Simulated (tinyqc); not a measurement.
Cyclotron resonance of ellipsoidal valleys, Si type: one step. Line shape. Three cases, with inputs chosen for the exercise.

Problem. For linear polarisation and one isotropic mass the absorbed power goes as P = [1 + (w^2 + wc^2) tau^2]/([1 + (wc^2 - w^2) tau^2]^2 + 4 w^2 tau^2), w = 2 pi nu. List it for wc/w = 0, 0.5, 0.8, 0.9, 1, 1.1, 1.2, 1.5 and 2, which is B over the resonance field.

Case 1.

Values chosen (out of a larger set: near those of Si; not measured data): nu = 70 GHz (microwave frequency); tau = 5.6 ps (scattering time).

Case 2.

Values chosen (out of a larger set: near those of Si; not measured data): nu = 140 GHz (microwave frequency); tau = 88 ps (scattering time).

Case 3.

Values chosen (out of a larger set: near those of Si; not measured data): nu = 140 GHz (microwave frequency); tau = 190 ps (scattering time).

Give: w tau; Power.

Solution.

Case 1.

w tau = 2.463

Power:
```
wc/w        P
0.0    0.1415
0.5    0.2328
0.8    0.4266
0.9    0.4932
1.0    0.5198
1.1    0.4894
1.2    0.4188
1.5    0.2115
2.0   0.07975
```

The largest listed value lies at wc/w = 1.0, 3.7 times the zero-field value. The line is broad: its full width in wc/w is about 2/(w tau) = 0.81. The closest two lines of this crystal are 1.5 % apart, so they merge at this w tau.

Case 2.

w tau = 77.409

Power:
```
wc/w          P
0.0   0.0001669
0.5   0.0003706
0.8    0.002103
0.9    0.008230
1.0      0.5000
1.1    0.008226
1.2    0.002095
1.5   0.0003469
2.0   9.270e-05
```

The largest listed value lies at wc/w = 1.0, 2996.7 times the zero-field value. With w tau well above 1 the line is sharp, of relative half width about 1/(w tau). The closest two lines of this crystal are 24.5 % apart, so they are resolved.

Case 3.

w tau = 167.133

Power:
```
wc/w          P
0.0   3.580e-05
0.5   7.954e-05
0.8   0.0004526
0.9    0.001789
1.0      0.5000
1.1    0.001788
1.2   0.0004508
1.5   7.445e-05
2.0   1.989e-05
```

The largest listed value lies at wc/w = 1.0, 13967.3 times the zero-field value. With w tau well above 1 the line is sharp, of relative half width about 1/(w tau). The closest two lines of this crystal are 20.8 % apart, so they are resolved.

Computed by tinyqc, one run a case: `OMP_NUM_THREADS=1 python tinyqc.py N N+1 out.jsonl` with N = 1251722, 1252048, 1252355; one thread of a shared Intel(R) Xeon(R) Processor @ 2.30GHz, about 0.01 s a run at most.
